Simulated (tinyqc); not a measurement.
Inside a calculation. Model: Raman shift of the zone-centre optical phonon of a diamond-structure crystal under stress. Computed by tinyqc, a small Python program that keeps every step. Command: `OMP_NUM_THREADS=1 python tinyqc.py 3005026 3005027 out.jsonl ramanstress walk`. One thread of a shared host (Intel(R) Xeon(R) Processor @ 2.30GHz), about 0.01 s of CPU time with the checks. Intermediate numbers are printed to about 7 digits and carried at full precision; extremes and crossings named in words are read from the listed rows.

Axes x, y, z are the cube axes. Strain shifts the threefold optical mode and can split it; p, q and r are the phonon deformation potentials.

Inputs (values chosen for the exercise, modelled on silicon):
```
quantity,value,unit
unstrained frequency omega_0,519.7,1/cm
p/omega_0^2,-1.8,-
q/omega_0^2,-2.32,-
r/omega_0^2,-0.694,-
C11,167.4,GPa
C12,64.58,GPa
C44,79.69,GPa
stress sigma (tension positive),0.5,GPa
polarisation angle phi,75,degree
temperature coefficient d omega/dT,-0.02,1/(cm K)
local temperature T,330,K
laser wavelength,488,nm
```

Stress state: biaxial. Axis: [001].

Constants: h = 6.62607015e-34 J s; c = 299792458 m/s; k_B = 1.380649e-23 J/K.

## Compliances

S11 = (C11 + C12)/D, S12 = -C12/D, D = (C11 - C12)(C11 + 2 C12), S44 = 1/C44.

S11 = 7.607823 1/TPa

S12 = -2.117912 1/TPa

S44 = 12.54863 1/TPa

## Stress and strain tensors

Equal biaxial stress in the plane normal to the axis (unit vector n): sigma_ij = sigma (delta_ij - n_i n_j). eps_xx = S11 sigma_xx + S12 (sigma_yy + sigma_zz), and cyclic; eps_xy = S44 sigma_xy/2 (tensor strain).

stress (GPa):
```
,x,y,z
x,0.5,0.0,0.0
y,0.0,0.5,0.0
z,0.0,0.0,0.0
```

strain (per mille):
```
,x,y,z
x,2.744955,0.000000,0.000000
y,0.000000,2.744955,0.000000
z,0.000000,0.000000,-2.117912
```

volume strain = 3.371999 per mille

## Secular matrix and shifts

Secular matrix: M_xx = p eps_xx + q (eps_yy + eps_zz), M_xy = 2 r eps_xy; its eigenvalues are omega^2 - omega_0^2, and the shifts are these over 2 omega_0.

M/(2 omega_0) (1/cm):
```
,x,y,z
x,-1.661912,0.000000,0.000000
y,0.000000,-1.661912,0.000000
z,0.000000,0.000000,-2.318993
```

shifts, in rising order (1/cm): [-2.318993, -1.661912, -1.661912]

The triplet splits into a singlet and a doublet. Tension softens every mode.

## Mean shift and Grueneisen parameter

gamma = -(p + 2q)/(6 omega_0^2); the mean of the three shifts is -gamma omega_0 x (volume strain).

mode Grueneisen parameter gamma = 1.073333

mean shift = -1.880939 1/cm

## The line seen from a (001) surface

Backscattering from a (001) surface: incident polarisation (cos phi, sin phi, 0). With Raman tensors (R_z)_xy = (R_z)_yx = 1 and cyclic, only the z component u_z of a mode counts: I = u_z^2 sin^2(2 phi) for parallel and u_z^2 cos^2(2 phi) for crossed polarisers. An unresolved line sits at the intensity-weighted shift, which is M_zz/(2 omega_0).

total intensity, parallel = 0.25

total intensity, crossed = 0.75

shift of the observed line = -2.318993 1/cm

shift per stress = -4.637986 1/(cm GPa)

stress per shift = -215.6108 MPa cm

The z-polarised mode is an eigenmode here, so one line is seen.

## The same stress in different states

Uniaxial: sigma n n^T; biaxial: sigma (1 - n n^T); hydrostatic: sigma 1. The line seen from (001) is taken as unresolved, at the intensity-weighted shift M_zz/(2 omega_0).

Shifts (1/cm):
```
state,lowest,middle,highest,line seen from (001)
uniaxial [100],-1.159496,-1.159496,-0.502416,-1.159496
uniaxial [110],-1.396698,-1.159496,-0.265214,-1.159496
uniaxial [001],-1.159496,-1.159496,-0.502416,-0.502416
uniaxial [111],-1.694792,-0.563308,-0.563308,-0.940470
"biaxial, normal [001]",-2.318993,-1.661912,-1.661912,-2.318993
"biaxial, normal [111]",-2.258101,-2.258101,-1.126617,-1.880939
hydrostatic,-2.821409,-2.821409,-2.821409,-2.821409
```

Seen from (001), uniaxial stress along [100] and along [110] give the same shift (-1.159), and equal biaxial stress in the plane gives twice as much (-2.319), since only sigma_xx + sigma_yy and sigma_zz enter M_zz. Stress along [001] gives -0.502. One measured shift therefore fixes the stress only once its state is assumed: read as uniaxial in the plane, a shift implies twice the stress that it does read as biaxial.

## Heating mistaken for stress

A temperature above 300 K shifts the line by (d omega/dT)(T - 300 K); divided by the shift per stress it poses as a stress; the total shift adds it to the shift of the observed line. The anti-Stokes to Stokes ratio is [(omega_L + omega_0)/(omega_L - omega_0)]^3 exp(-h c omega_0/(k_B T)) in photon counts, omega_L = 1/wavelength, resonance effects left out.

thermal shift = -0.6 1/cm

apparent stress from heating = 0.1293665 GPa

total shift = -2.918993 1/cm

anti-Stokes/Stokes ratio = 0.1207957

Heating poses as tension, 26 % of the true stress in size; the intensity ratio gives T apart from the shift.

Checks made by the program: mean of the eigenvalues against the trace rule (relative difference below 1e-10); weighted mean of the modes against M_zz (relative difference below 1e-10).
